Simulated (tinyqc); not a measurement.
Effective mass of the conduction band from tabulated energies, step by step. Values are carried at full precision from step to step, so a last printed digit may differ when a step is redone from the rounded ones.

c = hbar^2/2m0.
Constants: hbar^2/2m0 = 3.80998211 eV angstrom^2; kB = 8.617333262e-05 eV/K.

Values chosen for the exercise (out of a larger set: band of an eight-band Kane model near Ge; not measured data): T = 77 K (temperature).

## Finite differences

Energies along [100], from the band edge:
```
k (1/angstrom)  E (meV)
0.00000          0.0000
0.00360          1.2941
0.00720          5.1542
0.01080         11.5152
0.01440         20.2747
0.01800         31.3001
0.02160         44.4376
0.02520         59.5213
0.02880         76.3804
```

reference mass (curvature of the model at k = 0.0001 1/angstrom) = 0.03810 m0

The band is even in k. m = c k^2/E(k) from the points 1, 2, 4 (k = 0 is point 0); Richardson from points 1 and 2: c/m = [16 E(k1) - E(k2)]/(12 k1^2).

m from points 1, 2, 4 (m0): [0.03816, 0.03832, 0.03897]

m by Richardson = 0.03810 m0

Errors against the reference: +0.15, +0.58 and +2.27 % and 0.00 %. The extrapolation removes the k^4 term.

## Least squares over all points

Fit E = a k^2 (a = sum k^2 E/sum k^4), then E = a k^2 + b k^4 from the normal equations; E in eV; m = c/a.

sums of k^4, k^6, k^8: [1.4734e-06, 9.7294e-10, 6.9638e-13]

sums of k^2 E, k^4 E: [0.00013786, 9.0552e-08]

a, one term = 93.566 eV angstrom^2

a and b, two terms: [99.48, -8950]

m, one and two terms (m0): [0.04072, 0.03830]

The parabola over all points errs by +6.9 % because the weights k^4 favour the outer points; the second term brings the error to +0.5 %.

## The non-parabolic form

E (1 + alpha E) = c k^2/m means that y = c k^2/E is a straight line in E with intercept m and slope m alpha. Fit the line by unweighted least squares over points 1 to 8, E in eV.

y (m0): [0.03816, 0.03832, 0.03859, 0.03897, 0.03944, 0.04000, 0.04065, 0.04137]

m = 0.03810 m0
alpha = 1.125 1/eV

The intercept errs by 0.00 %. The model has Eg = 0.884 eV, and for two bands alpha is near 1/Eg = 1.13 1/eV.

## Which mass for which use

From the fitted m and alpha: momentum mass at energy E, m (1 + 2 alpha E); curvature mass m (1 + 2 alpha E)^3; thermal factors to first order in alpha kT: density of states Nc (1 + 15 alpha kT/4), conductivity mass m (1 + 5 alpha kT). Take E = 3 kT/2.

alpha kT = 0.0075
momentum mass = 0.03895 m0
curvature mass = 0.04072 m0
factor on Nc = 1.0280
thermal conductivity mass = 0.03952 m0

alpha kT is small, so first order serves. In Ge the electrons sit at L; these values concern the Gamma valley.

## Checks

- Two-term fit by normal equations against a least-squares routine: both 99.4762.

Run: tinyqc, `OMP_NUM_THREADS=1 python tinyqc.py 1850379 1850380 out.jsonl`; Intel(R) Xeon(R) Processor @ 2.30GHz, one thread, shared host; about 0.01 s of CPU time with all checks.
